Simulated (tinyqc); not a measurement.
Convergence with the mesh: Koster-Slater impurity in an sp3s* host.

sp3s* tight binding, nearest neighbours only: anion (a) at 0, cation (c) at a/4 (1,1,1), orbitals s, px, py, pz, s* on each; k in units of 2 pi/a. With phases e_j = exp(i (pi/2) k.n_j) for n = (1,1,1), (1,-1,-1), (-1,1,-1), (-1,-1,1): g0 = (e1+e2+e3+e4)/4, g1 = (e1+e2-e3-e4)/4, g2 = (e1-e2+e3-e4)/4, g3 = (e1-e2-e3+e4)/4. The diagonal holds the levels Esa, Epa, Exa (s*) and Esc, Epc, Exc. Anion-cation block: <sa|sc> = Vss g0; <sa|xc> = Vsapc g1; <xa|sc> = -Vscpa g1; <xa|xc> = Vxx g0; <xa|yc> = <ya|xc> = Vxy g3, <xa|zc> = <za|xc> = Vxy g2, <ya|zc> = <za|yc> = Vxy g1; <s*a|xc> = Vxapc g1; <xa|s*c> = -Vpaxc g1; y and z take g2 and g3 in place of g1; s-s* and s*-s* vanish.

A defect on an anion site (a) shifts the s level there by Vs or the three p levels by Vp and leaves the rest. A level in the gap solves 1/Vs = G_s(E) (symmetry A1) or 1/Vp = G_p(E) (T2, threefold), with G(E) = (1/N^3) sum over k and bands of w/(E - e), where w is the weight of the state on the s orbital of that site, or the mean weight on its px, py, pz. Mesh: k = f1 (-1,1,1) + f2 (1,-1,1) + f3 (1,1,-1), f = (j + 1/2)/N, j = 0 to N - 1. Energies from the top of the valence band at Gamma; the s* orbital of the site is left as it is. An infinite shift removes the s or p orbitals, the model of the ideal vacancy: G(E) = 0.

Parameters, chosen for this exercise (out of a larger set: near a published set for Ge; not measured data): p = (-5.862, 1.604, -5.862, 1.604, 6.399, 6.399, -6.759, 1.606, 4.889, 5.485, 5.485, 5.221, 5.221) eV (order Esa, Epa, Esc, Epc, Exa, Exc, Vss, Vxx, Vxy, Vsapc, Vscpa, Vxapc, Vpaxc); V = -9.8 eV (shift of the p levels).

Eg (smallest gap of the host) = 0.78618 eV

The same level (G_p = 1/V) on meshes of growing size; a dash: no level from 0 to Eg.

Mesh:

| N | points | G_p(Eg/2) (1/eV) | level (eV) |
|---|---|---|---|
| 2 | 8 | -0.08033 | 0.4627 |
| 3 | 27 | -0.08189 | 0.4570 |
| 4 | 64 | -0.08226 | 0.4566 |
| 6 | 216 | -0.08266 | 0.4556 |
| 8 | 512 | -0.08275 | 0.4554 |

How do the results move, and what explains it?

Against N = 8, G at mid-gap is off by +0.00241 at N = 2 and +0.00009 1/eV at N = 6; the level moves by -0.2 meV from N = 6 to 8. Errors in G are magnified in the level by 1/|dG/dE|, and a level near a band edge needs the finest mesh, since the sum there is ruled by few points.

Run: tinyqc, `OMP_NUM_THREADS=1 python tinyqc.py 1450053 1450054 out.jsonl`; Intel(R) Xeon(R) Processor @ 2.30GHz, one thread, shared host; about 0.08 s of CPU time with all checks.
